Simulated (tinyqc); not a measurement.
Two electrons on one impurity (helium-like model): one step. The minimum over a and b. Two cases, with inputs chosen for the exercise.

Question. Give a, b, E, both binding energies and U, their difference.

Units Ha* = 2 Ry m/eps^2 and a* = a0 eps/m. One electron is bound by Z^2/2. Two electrons in the singlet built from exp(-a r) and exp(-b r): S = 8 (ab)^(3/2)/(a + b)^3, h_aa = a^2/2 - Z a, h_bb alike, h_ab = S (ab/2 - Z (a + b)/2), J = ab (a^2 + 3ab + b^2)/(a + b)^3, K = 20 (ab)^3/(a + b)^5, E = (h_aa + h_bb + 2 S h_ab + J + K)/(1 + S^2). For a = b this is a^2 - 2 Z a + 5a/8. Real double donors are deeper, since the central cell is left out.

Case 1.

Values chosen (out of a larger set: near those of impurities in InP; not measured data): Z = 1 (effective charge (1: D- centre, 2: double donor; other values mimic a central cell)).

Ha* = 14.80867 meV
a* = 79.7032 angstrom
E with equal orbitals = -0.4726562 Ha*

Case 2.

Values chosen (out of a larger set: near those of impurities in Ge; not measured data): Z = 2.4 (effective charge (1: D- centre, 2: double donor; other values mimic a central cell)).

Ha* = 17.00136 meV
a* = 51.9614 angstrom
E with equal orbitals = -4.3576562 Ha*

Give: a, b; E; binding of the first and second electron; U.

Answer.

Case 1.

a, b (1/a*): 1.039  0.283

E = -0.51330 Ha*

binding of the first and second electron (meV): 7.40  0.20

U = 7.21 meV

Letting one electron stay close and the other roam (decay lengths 77 and 281 angstrom) gains 0.60 meV. The exact value for Z = 1 is -0.52775, a binding of 0.41 meV, so this function recovers 48 % of it.

Case 2.

a, b (1/a*): 2.630  1.543

E = -4.38464 Ha*

binding of the first and second electron (meV): 48.96  25.58

U = 23.38 meV

Letting one electron stay close and the other roam (decay lengths 20 and 34 angstrom) gains 0.46 meV.

Computed by tinyqc, one run a case: `OMP_NUM_THREADS=1 python tinyqc.py N N+1 out.jsonl` with N = 1282374, 1282482; one thread of a shared Intel(R) Xeon(R) Processor @ 2.30GHz, about 0.06 s a run at most.
